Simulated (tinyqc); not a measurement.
Keating valence-force model of a tetrahedral crystal: one step, computed by the program tinyqc.

Atom A sits at 0 and atom B at a/4 (1,1,1) of an fcc lattice; the four bonds from A are t = a/4 (1,1,1), a/4 (1,-1,-1), a/4 (-1,1,-1), a/4 (-1,-1,1), of length d = sqrt(3) a/4. Energy: E = (3 alpha/(8 d^2)) sum over bonds (r.r - d^2)^2 + (3 beta/(8 d^2)) sum over pairs of bonds at one atom (r_i.r_j + d^2/3)^2, with beta_A for the six pairs at A and beta_B for the six at B. The cell holds two atoms, Omega = a^3/4. 1 N/m = 1 J/m^2. With constants fitted to the elastic moduli this model puts optical and zone-boundary frequencies of real crystals too high, by up to about 20 % in elemental crystals and up to about 50 % in compounds, and mostly by more for TA modes; in compounds the lattice part of the static dielectric constant then comes out too low.

Question. Frequencies at the zone boundary. With displacements u exp(i q.r), each bracket changes by g.u, where g = (g_A, g_B): bond t, g = (-2 t, 2 t exp(i q.t)); pair (i, j) at A, g = (-(t_i + t_j), t_i exp(i q.t_j) + t_j exp(i q.t_i)); pair at B, g = (-t_i exp(-i q.t_j) - t_j exp(-i q.t_i), t_i + t_j). Then D_mn = sum over the 4 bonds and 12 pairs of (4 k/a^2) conj(g_m) g_n / sqrt(M_m M_n), with k = alpha or beta converted to eV/angstrom^2. Only the short-range forces enter; the Coulomb field of the charges is left out. An eigenvalue lambda of D in eV/(angstrom^2 u) gives nu = 15.6333042 THz x sqrt(lambda).

Inputs (values chosen for the exercise, modelled on cubic gallium nitride):

| quantity | value | unit |
|---|---|---|
| mass M_A | 69.72 | u |
| mass M_B | 14.007 | u |
| bond stretching alpha | 78.6 | N/m |
| bond bending beta_A | 17 | N/m |
| bond bending beta_B | 17 | N/m |

Structure: zinc blende.

Constants: nu for 1 eV/(angstrom^2 u) = 15.6333042 THz; 1 eV/angstrom^2 = 16.02176634 J/m^2.

Give: Frequencies (THz) at points given in 2 pi/a.

Answer.

Frequencies (THz) at points given in 2 pi/a:

| point | nu 1 | nu 2 | nu 3 | nu 4 | nu 5 | nu 6 |
|---|---|---|---|---|---|---|
| X (1, 0, 0) | 6.6893 | 6.6893 | 9.9270 | 21.339 | 21.339 | 22.147 |
| L (0.5, 0.5, 0.5) | 4.8680 | 4.8680 | 9.6390 | 21.769 | 21.827 | 21.827 |
| W (1, 0.5, 0) | 7.1252 | 7.6268 | 9.1469 | 20.407 | 21.374 | 22.878 |
| K (0.75, 0.75, 0) | 6.2374 | 7.8491 | 9.3231 | 20.545 | 21.476 | 22.730 |

At X the two longitudinal modes are split (9.93 and 22.15 THz) because each moves one sublattice alone.
